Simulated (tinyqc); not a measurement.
Mean-field antiferromagnet of the Hubbard model on the square lattice: sweeps and comparisons. A value that a table varies takes the place of the one given here.

e(k) = -2 t (cx + cy) - 4 t2 cx cy, ci = cos ki; one electron a site; Q = (pi, pi). <n_up - n_dn> = m cos(Q.R) gives Delta = U m/2 and bands E = e+ -/+ sqrt(e-^2 + Delta^2), e+- = (e(k) +- e(k + Q))/2 (the constant U/2 is dropped). Means run over the mesh k_i = 2 pi (j + 1/2)/N of the whole zone: mu from mean(f(E-) + f(E+)) = 1; m(out) = mean of Delta (f(E-) - f(E+))/sqrt(e-^2 + Delta^2); free energy per site F = -kT mean[ln(1 + exp(-(E- - mu)/kT)) + ln(1 + exp(-(E+ - mu)/kT))] + mu + U m^2/4. Order at T > 0 in two dimensions is an artefact of mean field.

Constants: kB = 8.617333262e-05 eV/K.

Inputs chosen for the exercise: t = 0.62 eV (nearest hopping); t2 = 0 eV (second hopping); T = 300 K; U = 5.59 eV (on-site repulsion).

## From weak to strong coupling

Mesh N = 48, start m = 0.9, at most 400 steps; U takes the listed multiples of t. The gap (negative: overlap) is read for that Delta on the unshifted mesh N = 64, which holds the band extrema.

Results:

| U/t | m | Delta (eV) | gap (eV) | F - F(0) (meV) | J = 4 t^2/U (meV) |
|---|---|---|---|---|---|
| 1.5 | 0.249 | 0.116 | 0.232 | -2.12 | 1653 |
| 2.0 | 0.376 | 0.233 | 0.466 | -9.91 | 1240 |
| 3.0 | 0.566 | 0.526 | 1.053 | -45.71 | 827 |
| 4.0 | 0.691 | 0.856 | 1.713 | -107.97 | 620 |
| 5.0 | 0.772 | 1.197 | 2.394 | -191.64 | 496 |
| 6.0 | 0.827 | 1.539 | 3.078 | -291.29 | 413 |
| 8.0 | 0.893 | 2.214 | 4.428 | -522.66 | 310 |
| 12.0 | 0.948 | 3.528 | 7.056 | -1053.75 | 207 |
| 20.0 | 0.981 | 6.079 | 12.159 | -2216.30 | 124 |

What does this show, and why?

Every row has a moment above 0.02; a gap is open from U/t = 1.5 on. With t2 = 0 the Fermi surface is nested by Q, so at zero temperature and on an infinite mesh any U orders; at small U the finite mesh and kT = 0.042 t can suppress or reduce the moment. At U/t = 20 m has reached 0.981 and the gap is 0.98 U. Mean field leaves out spin fluctuations, which lower m (at large U to about 0.6 on the square and 0.85 on the simple cubic lattice) and the ordering temperature, which is zero in two dimensions.

## Order against temperature

Mesh N = 48, start m = 0.9, at most 400 steps; Delta(50 K) = 2.5518 eV.

Results:

| T (K) | kT/Delta(50 K) | m | Delta (eV) |
|---|---|---|---|
| 1480 | 0.050 | 0.913 | 2.5518 |
| 4440 | 0.150 | 0.911 | 2.5469 |
| 7400 | 0.250 | 0.880 | 2.4608 |
| 10360 | 0.350 | 0.776 | 2.1683 |
| 12440 | 0.420 | 0.628 | 1.7540 |
| 14210 | 0.480 | 0.396 | 1.1081 |
| 15990 | 0.540 | 0.000 | 0.0000 |
| 17770 | 0.600 | 0.000 | 0.0000 |
| 20730 | 0.700 | 0.000 | 0.0000 |

How do the results move?

The moment is below 0.02 from 15990 K on (kT/Delta = 0.54); close to the transition 400 steps may not suffice, so a small m in the row before can be unconverged. Weak-coupling theory puts the transition at 0.567 and the atomic limit at 0.5. At U/t = 9.0 this scale marks the loss of local moments, while order between them is lost on the scale J = 4 t^2/U = 3192 K. In two dimensions fluctuations forbid long-range order at any finite T, which mean field misses.

## Mesh

Start m = 0.9, at most 400 steps.

Results:

| N | m | Delta (eV) |
|---|---|---|
| 4 | 0.9119 | 2.5488 |
| 6 | 0.9130 | 2.5518 |
| 8 | 0.9130 | 2.5519 |
| 12 | 0.9130 | 2.5518 |
| 16 | 0.9130 | 2.5518 |
| 24 | 0.9130 | 2.5518 |
| 48 | 0.9130 | 2.5518 |

How do the results move?

m spans 0.9119 to 0.9130; it stays within 0.002 of the last value from N = 4 on. The level spacing across the Fermi surface, about 4 pi t/N, should fall below the larger of Delta = 2.552 eV and kT, a rough rule that asks for N above about 3.1.

## What moves the order

Mesh N = 48, start m = 0.9; the gap (negative: overlap) is read for that Delta on the unshifted mesh N = 64. Each row changes one parameter from the base and keeps the others.

Results:

| case | m | Delta (eV) | gap (eV) |
|---|---|---|---|
| base | 0.9130 | 2.5518 | 5.1037 |
| U = 6.149 eV | 0.9267 | 2.8490 | 5.6980 |
| t = 0.682 eV | 0.8972 | 2.5076 | 5.0151 |
| t2 = -0.031 eV | 0.9130 | 2.5518 | 4.9797 |
| T = 900 K | 0.9130 | 2.5518 | 5.1037 |

How do the results move?

The largest shifts from the base row, up to three for each result and ties (the steps differ in size, so this ranks the rows, not the parameters). m: t -0.0158, U +0.0137; unchanged at the printed digits by t2 and T. Delta (eV): U +0.2972, t -0.0443; unchanged at the printed digits by t2 and T. gap (eV): U +0.5943, t2 -0.1240, t -0.0886; unchanged at the printed digits by T.

Computed by tinyqc, a small Python program: `OMP_NUM_THREADS=1 python tinyqc.py 1652243 1652244 out.jsonl` (the numbers bound the seed that draws the inputs); one thread of a shared host (Intel(R) Xeon(R) Processor @ 2.30GHz), about 0.1 s for the whole set of steps.
